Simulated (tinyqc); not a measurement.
Conductance of a narrow metal strip with scatterers (square lattice, Green functions): one step. Modes at the Fermi energy. Two cases, with inputs chosen for the exercise.

Question. For each n: en, cos(kn a) = (en - E)/(2t), z_n and the velocity 2 t a sin(kn a) (zero if closed).

A strip of W sites across with hard walls, site energy 0 and hopping -t. Mode n = 1 to W has profile chi_n(j) = sqrt(2/(W + 1)) sin(n j pi/(W + 1)) and energy en = -2t cos(n pi/(W + 1)); E = en - 2t cos(kn a). With z_n = exp(i kn a) (Im k > 0 for closed modes, |z| < 1) each lead gives the self-energy -t z_n in mode n. One column carries the site energies v, here a uniform barrier across the strip, as of a grain boundary. In the mode basis V_nm = sum_j chi_n(j) v_j chi_m(j), G = (E - en + 2 t z_n - V)^-1, and t_nm = 2t sqrt(sin(kn a) sin(km a)) G_nm in size for open modes. T = sum |t_nm|^2, conductance (2e^2/h) T.

Constants: e^2/h = 3.874045865e-05 S.

Case 1.

Values chosen (hopping and spacing of the size met in Cu or Al; the lattice is a model; shifted at random, so the results belong to these values and not to a real crystal): t = 1.64 eV (hopping); a = 2.58 angstrom (spacing); W = 3 (sites across); E = -0.63 eV (Fermi energy).

Case 2.

Values chosen (hopping and spacing of the size met in Cu or Al; the lattice is a model; shifted at random, so the results belong to these values and not to a real crystal): t = 1.89 eV (hopping); a = 2.57 angstrom (spacing); W = 5 (sites across); E = -1.12 eV (Fermi energy).

Give: Modes.

Answer.

Case 1.

Modes:

| n | en (eV) | cos(k a) | z | dE/dk (eV angstrom) |
|---|---|---|---|---|
| 1 | -2.3193 | -0.51503 | -0.51503+0.85717i | 7.2537 |
| 2 | 0.0000 | 0.19207 | 0.19207+0.98138i | 8.3048 |
| 3 | 2.3193 | 0.89918 | 0.89918+0.43758i | 3.7030 |

3 of 3 modes are open, so the clean strip has a resistance of 4302 ohm, whatever its length.

Case 2.

Modes:

| n | en (eV) | cos(k a) | z | dE/dk (eV angstrom) |
|---|---|---|---|---|
| 1 | -3.2736 | -0.56973 | -0.56973+0.82183i | 7.9838 |
| 2 | -1.8900 | -0.20370 | -0.20370+0.97903i | 9.5109 |
| 3 | 0.0000 | 0.29630 | 0.29630+0.95510i | 9.2784 |
| 4 | 1.8900 | 0.79630 | 0.79630+0.60491i | 5.8764 |
| 5 | 3.2736 | 1.16232 | 0.56988 | 0.0000 |

4 of 5 modes are open, so the clean strip has a resistance of 3227 ohm, whatever its length.

Computed by tinyqc, one run a case: `OMP_NUM_THREADS=1 python tinyqc.py N N+1 out.jsonl` with N = 1452251, 1452576; one thread of a shared Intel(R) Xeon(R) Processor @ 2.30GHz, about 0.01 s a run at most.
